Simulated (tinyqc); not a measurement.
Charge needed for a dipole step.

Two sheets of opposite charge dd apart with permittivity ei give the step D = q N dd/(eps0 ei).

Parameters, values chosen for the exercise: relative permittivity inside the dipole layer ei = 6.2; thickness of the dipole layer dd = 0.28 nm.

Constants: q = 1.602176634e-19 C, eps0 = 8.8541878128e-14 F/cm where lengths are in cm. Results are converted to the units shown.

Charge needed for a dipole step:
```
N (cm^-2)	D (V)	field (MV/cm)	moment (debye/nm^2, 1 D = 3.33564e-30 C m)
1e12	0.008172	0.2919	0.1345
2.7e12	0.02206	0.7880	0.3631
6.8e12	0.05557	1.985	0.9145
1.7e13	0.1389	4.962	2.286
4.5e13	0.3677	13.13	6.052
1.1e14	0.8989	32.10	14.79
2.9e14	2.370	84.64	39.00
```

D is proportional to N, 0.1 V for 1.22e13 cm^-2. The same sheet as an uncompensated charge under 1 nm of a dielectric of permittivity 3.9 would shift the flat band by 0.568 V, and that shift would grow with thickness, which a dipole step does not. For N = 1.1e14, 2.9e14 the field exceeds 20 MV/cm; it acts over one bond length, where the sheet picture is only a bookkeeping device.

Computed by the program tinyqc: `OMP_NUM_THREADS=1 python tinyqc.py 2410111 2410112 out.jsonl`, one thread of a shared Intel Xeon 2.30GHz, about 0.01 s for the whole run.
